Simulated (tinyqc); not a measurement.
n-type polysilicon, carrier trapping at grain boundaries: one step of the calculation.

One-dimensional grains of size Lg, uniform ionised doping N, monovalent traps Qt at each boundary at a depth Et below (for electrons) or above (for holes) the band edge there, abrupt depletion of width W on each side of a boundary, Boltzmann statistics. xi is the distance from the band edge at the grain centre to the Fermi level. Trapped charge Qt/(1 + exp((xi + VB - Et)/Vt)) = 2 N W, barrier VB = q N W^2/(2 eps0 eps_r).

Question. Depletion width, Fermi level and barrier. If the trap equation with xi = Vt ln(NB/N) has a root W < Lg/2, the grain is partly depleted; otherwise W = Lg/2 and the trap equation gives xi = Et - VB + Vt ln(Qt/(N Lg) - 1). N* = Qt/Lg.

Values chosen for this exercise; values of the order met in polycrystalline silicon: temperature T = 350 K; relative permittivity eps_r = 11.7; conduction-band density of states at T NB = 3.53e19 cm^-3; grain size Lg = 83 nm; trap density of a grain boundary Qt = 3.5e12 cm^-2; depth of the trap level from the majority band edge at the boundary Et = 0.47 eV; doping N = 1.3e17 cm^-3.

Constants: q = 1.602176634e-19 C, kB = 1.380649e-23 J/K, Vt = kB T/q, eps0 = 8.8541878128e-14 F/cm where lengths are in cm. Results are converted to the units shown.

Find: N*; W; xi; VB; share of traps filled.

Answer.

N* = 4.217e17 cm^-3
W = 41.50 nm
xi = 0.3212 V
VB = 0.1731 V
share of traps filled = 0.3083

N is 0.308 N*, and the grain is fully depleted; VB = 5.74 Vt.

Numbers from tinyqc (`OMP_NUM_THREADS=1 python tinyqc.py 2830006 2830007 out.jsonl`; about 0.01 s on one thread of a shared Intel Xeon 2.30GHz).
